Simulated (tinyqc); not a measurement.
# Band bending at a free surface with a continuum of surface states, surface photovoltage and Kelvin probe: two studies

n-type bulk, xi = Ec - EF = Vt ln(Nc/Nd), p0 = ni^2/Nd, ni = sqrt(Nc Nv) exp(-Eg/(2 Vt)), Eg in volts. b is the upward band bending, u = b/Vt. Space charge per area, in units of q: Qc = sign(b) sqrt((2 eps0 eps_r Vt/q) [(Nd + dn)(exp(-u) - 1) + Nd u + (p0 + dn)(exp(u) - 1)]), with dn the excess density under light (flat quasi-Fermi levels; 0 in the dark). The states hold -Ds (E0 - xi - b): negative while the Fermi level lies above the neutrality level. Neutrality: Qc + Qf + (charge of the states) = 0.

Inputs (values chosen for the exercise); band and dielectric values close to those of gallium nitride: temperature T = 350 K; band gap Eg = 3.46 eV; relative permittivity eps_r = 9.53; conduction-band density of states at T Nc = 2.94e18 cm^-3; valence-band density of states at T Nv = 5.9e19 cm^-3; electron affinity chi = 4.09 eV; donor density Nd = 2.9e17 cm^-3; fixed positive charge at the surface Qf = 0 cm^-2; work function of the probe tip pt = 4.75 eV; density of surface states Ds = 2.5e13 cm^-2 eV^-1; depth of their neutrality level below the conduction edge E0 = 0.46 eV.

Constants: q = 1.602176634e-19 C, kB = 1.380649e-23 J/K, Vt = kB T/q, eps0 = 8.8541878128e-14 F/cm where lengths are in cm. Results are converted to the units shown.

Each table varies one quantity; the others keep the values above.

## Kelvin-probe contrast of the doping

Work function chi + xi + b; contact potential difference CPD = (work function of the sample) - pt. b solves the neutrality condition in the dark.

Kelvin-probe contrast of the doping:
```
Nd (cm^-3)   xi (eV)    b (V)  CPD (mV)
1.3e14       0.30240  0.15707   -200.53
4.4e14       0.26563  0.19327   -201.10
1.5e15       0.22864  0.22912   -202.24
5.3e15       0.19057  0.26485   -204.58
1.8e16       0.15369  0.29731   -209.00
6.2e16       0.11639  0.32603   -217.58
2.1e17      0.079596  0.34692   -233.48
```

xi falls by 223 mV over the table and the CPD by 33.0 mV; b rises from 0.157 to 0.347 V. Between the first two rows the CPD follows 1.56 % of the change of xi, and between the last two 43.2 %. It is below 100 % where b rises with the doping (pinning hides it).

## Pinning by the surface states

Same model as above.

Results:
```
Ds (cm^-2 eV^-1)     b (V)  xi + b (eV)  Qc (cm^-2)
2.4e10            0.001321      0.07118     9.332e9
6.7e10            0.003713      0.07357    2.589e10
1.8e11             0.01015      0.08001    6.840e10
5.1e11             0.03007      0.09993    1.836e11
1.4e12             0.08733       0.1572    4.239e11
1.1e13              0.3066       0.3765    9.189e11
2.9e13              0.3558       0.4256    9.973e11
8.1e13              0.3774       0.4473    1.030e12
```

Estimate the missing row, Ds = 3.9e12 cm^-2 eV^-1.

Computed row:
```
Ds (cm^-2 eV^-1)   b (V)  xi + b (eV)  Qc (cm^-2)
3.9e12            0.2035       0.2734    7.278e11
```

With this row back in the table: b rises from 0.00132 to 0.377 V. The Fermi level moves towards E0 = 0.46 eV and is within 12.7 meV of it in the last row; it is half-way there at the Ds that solves Ds b = Qc(b) + Qf with b = (E0 - xi)/2, 3.64e12 cm^-2 eV^-1.

Computed by the program tinyqc: `OMP_NUM_THREADS=1 python tinyqc.py 2430018 2430019 out.jsonl`, one thread of a shared Intel Xeon 2.30GHz, about 0.01 s for the whole run.
